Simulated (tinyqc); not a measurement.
Hubbard ring of 4 sites, step by step. Computed by tinyqc, a small Python program that keeps every step. Settings: hopping = 1.18, U = 10.7, mixing = 0.2, iteration cap = 67. Command: `OMP_NUM_THREADS=1 python tinyqc.py 26583 26584 out.jsonl` (the two numbers bound the seeds that draw the settings). One thread of a shared host (Intel(R) Xeon(R) Processor @ 2.60GHz), about 0.2 s of CPU time with the checks.

one-body matrix (hopping and site energies) (eV):
```
           1          2          3          4
1   0.000000  -1.180000   0.000000  -1.180000
2  -1.180000   0.000000  -1.180000   0.000000
3   0.000000  -1.180000   0.000000  -1.180000
4  -1.180000   0.000000  -1.180000   0.000000
```

U = 10.700000 eV

electrons, up and down: 3  2

n(up) at the start (a guess, not normalised): 1 0.800000, 2 0.700000, 3 0.800000, 4 0.700000

n(down) at the start (a guess): 1 0.450000, 2 0.550000, 3 0.450000, 4 0.550000

Each step fills the lowest levels of T + U n(other spin) and sets n(new) = n + mixing (n(out) - n); stop when output and input agree to 1e-8.

Course of the cycle:
```
iteration       E (eV)  largest |n(out) - n(in)|  mean |n_up - n_down|
1          10.72464534                  2.55e-01              0.360543
2          10.23977357                  2.05e-01              0.410511
3           9.95427818                  1.75e-01              0.452731
4           9.75653366                  1.55e-01              0.488401
5           9.61153206                  1.39e-01              0.518204
6           9.50488436                  1.24e-01              0.542743
7           9.42745993                  1.11e-01              0.562713
8           9.37203656                  9.88e-02              0.578848
9           9.33279002                  8.71e-02              0.591845
10          9.30519661                  7.64e-02              0.602315
11          9.28587645                  6.65e-02              0.610767
...                ...                       ...                   ...
57          9.24091329                  2.98e-05              0.649567
58          9.24091329                  2.51e-05              0.649569
59          9.24091329                  2.11e-05              0.649571
60          9.24091329                  1.78e-05              0.649572
61          9.24091329                  1.49e-05              0.649573
62          9.24091328                  1.26e-05              0.649574
63          9.24091328                  1.06e-05              0.649575
64          9.24091328                  8.91e-06              0.649576
65          9.24091328                  7.50e-06              0.649576
66          9.24091328                  6.31e-06              0.649577
67          9.24091328                  5.31e-06              0.649577
```

Can the last value be used, and what does the course show?

Not by the stop rule, although the second column moves by less than 1e-07 over the last three steps. Not converged within 67 iterations: the residual falls steadily but slowly, by a factor of about 0.84 a step. The lowest mean-field energy found from random starts is 8.56057 eV. Reruns (cap 100 unless said): mixing 0.5: not converged; mixing 0.9: converged in 16 to a higher stationary point (E = 9.24091); the original settings with a cap of 400: converged in 268 (E = 8.56057).
